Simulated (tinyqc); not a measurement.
Changing the potential of the particle psi_1: a particle near a wafer in liquid: double-layer and van der Waals forces (DLVO), deposition barrier and removal. Computed by tinyqc, a small Python program. Command: `OMP_NUM_THREADS=1 python tinyqc.py 3114265 3114266 out.jsonl dlvo sweep`. One thread of a shared host (Intel(R) Xeon(R) Processor @ 2.30GHz), about 0.01 s of CPU time with the checks.

Sphere and flat wall, Derjaguin approximation, constant potentials in the linear-superposition form, no retardation and no hydration force.

Inputs (values chosen for the exercise, of the order of those for alumina on silica in water):
```
quantity                             value   unit
particle radius R                       20     nm
Hamaker constant A                 1.1e-20      J
potential of the wafer psi_2           -44     mV
salt concentration c                 0.011  mol/L
valence z of the symmetric salt          2      -
temperature T                          323      K
dielectric constant of the liquid     69.9      -
```

Constants: e = 1.602176634e-19 C; N_A = 6.02214076e+23 1/mol; eps_0 = 8.8541878128e-12 F/m; k_B = 1.380649e-23 J/K; k_B = 8.617333262e-05 eV/K.

Method:
- kappa^2 = 2 z^2 e^2 N_A (1000 c)/(eps eps_0 k_B T); gamma_i = tanh(z e psi_i/(4 k_B T)); Z = 64 pi eps eps_0 (k_B T/(z e))^2 gamma_1 gamma_2.
- U(h) = Z R exp(-kappa h) - A R/(6 h); F(h) = -dU/dh = kappa Z R exp(-kappa h) - A R/(6 h^2), positive for repulsion.
- F = 0 reads x^2 exp(-x) = y with x = kappa h and y = A kappa/(6 Z); the left side peaks at x = 2 with 4/e^2 = 0.5413, so roots exist for smaller y: x < 2 is the barrier, x > 2 the secondary minimum.
- The barrier height is zero when U = 0 and F = 0 together: kappa h = 1 and kappa = 6 Z/(e A), e = 2.718282 here; c follows from kappa^2, with the potentials held fixed.

One run for each value:
```
potential of the particle psi_1 (mV)  barrier height (k_B T)  critical concentration (mol/L)   gamma_1
-100                                                  30.989                         0.20283  -0.94643
-88                                                   29.601                         0.19113  -0.91873
-77                                                   27.759                         0.17602  -0.88167
-66                                                   25.181                         0.15570  -0.82921
-54                                                   21.300                         0.12694  -0.74872
-42                                                   16.127                         0.09212  -0.63781
-31                                                   10.301                         0.05790  -0.50565
-20                                                    3.939                         0.02689  -0.34457
```

What does the table show, and why?

Over the rows, barrier height (k_B T) falls from 31.0 to 3.94; critical concentration (mol/L) falls from 0.203 to 0.0269; gamma_1 rises from -0.946 to -0.345. gamma_1 bends over once |psi| exceeds about 2 k_B T/(z e) = 28 mV, so further charge gains less. Left out: -8.00 (a listed quantity is not defined there).

Extremes, crossings and ranges named in words are read from the listed rows.
